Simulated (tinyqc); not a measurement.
Inside a calculation. Model: double-gate transistor, scale length and short-channel effects.

Numbers from tinyqc (`OMP_NUM_THREADS=1 python tinyqc.py 2420076 2420077 out.jsonl`; about 0.01 s on one thread of a shared Intel Xeon 2.30GHz). Printed values are rounded.

A body of thickness ts between two insulators of thickness ti and two tied gates. Below threshold the potential that source and drain add obeys Laplace's equation and vanishes on the gate. Its lowest mode decays along the channel as exp(-k y); k is the smallest positive root of the matching condition at the interface, and the scale length is Lambda = pi/k.

Inputs (values chosen for the exercise); permittivities: semiconductor close to that of indium arsenide, insulator close to that of silicon nitride: temperature T = 400 K; relative permittivity of the semiconductor eps_r = 15; relative permittivity of the insulator ei = 7.22; insulator thickness ti = 2.3 nm; body thickness ts = 11.7 nm; channel length L = 32 nm; potential of the source Vbi = 0.96 V; potential of the barrier top at threshold sT = 0.49 V; long-channel threshold VTL = 0.44 V; long-channel body factor m = 1; drain voltage Vds = 0.6 V.

Constants: q = 1.602176634e-19 C, kB = 1.380649e-23 J/K, Vt = kB T/q. Results are converted to the units shown.

Range of the model: L is under 1.6 Lambda, where higher modes, left out of the one-mode potential, begin to count.

## Scan of the matching condition

k, point 0 to 7 (1/nm): 0.03  0.06  0.09  0.12  0.15  0.18  0.21  0.24

f(k) = ei cos(k ti) cos(k ts/2) - eps_r sin(k ti) sin(k ts/2).

f(k), point 0 to 7: 6.91161  6.00585  4.55977  2.66463  0.44042  -1.97137  -4.41624  -6.73604

The first change of sign lies between k = 0.15 and 0.18 1/nm.

## Iteration 1: decay constant by Newton steps

k at the start = 0.15 1/nm

f(k) = ei cos(k ti) cos(k ts/2) - eps_r sin(k ti) sin(k ts/2); f' by a central difference with +/- 1e-5 1/nm; k(new) = k - f/f'.

f = 0.440416
f' = -78.0988 nm
k after iteration 1 = 0.155639 1/nm

## Iteration 2: decay constant by Newton steps

As before.

f = -0.00316614
f' = -79.1919 nm
k after iteration 2 = 0.155599 1/nm

## Course of the iteration: decay constant by Newton steps

Stop when k changes by less than 1e-10 1/nm, or after 30 iterations.

Course of the iteration:
```
iteration  k (1/nm)  |change| (1/nm)
1          0.155639          5.64e-3
2          0.155599          4.00e-5
3          0.155599          1.80e-9
4          0.155599          < 1e-15
```

Converged in 4 iterations. The change falls from 0.0056 in the first iteration to below the tolerance in the last.

## Scale length against simple estimates

k = 0.155599 1/nm

Lambda = pi/k and l = 1/k. A parabolic potential across the structure gives l(parabolic) = sqrt((eps_r/(2 ei)) ts ti (1 + ei ts/(4 eps_r ti))).

Lambda = 20.1903 nm
l = 6.42677 nm
l(parabolic) = 6.71304 nm

The parabolic estimate is 4.5 % above l.

## Threshold shift, barrier position and swing

Along the channel psi(y) = s + a exp(y/l) + b exp(-y/l) with psi(0) = Vbi, psi(L) = Vbi + Vds and l = 1/k = Lambda/pi; with A = Vbi - s, B = A + Vds, x = exp(-L/l): a = (B - A x) x/(1 - x^2), b = (A - B x)/(1 - x^2). The minimum is s + 2 sqrt(a b), at y = (l/2) ln(b/a). The long-channel potential follows the gate as s = sT + (Vg - VTL)/m, and the threshold VT is the gate voltage at which the minimum equals sT. Swing = m Vt ln 10/g at threshold, g = d(minimum)/ds = 1 - (b x + a)/((1 + x) sqrt(a b)).

s at threshold = 0.348419 V
a = 0.00830680 V
b = 0.603274 V
position of the minimum = 13.7703 nm
VT = 0.298419 V
swing = 96.1775 mV/decade

The threshold lies 142 mV below the long-channel value, and the barrier top sits at 0.43 L from the source.
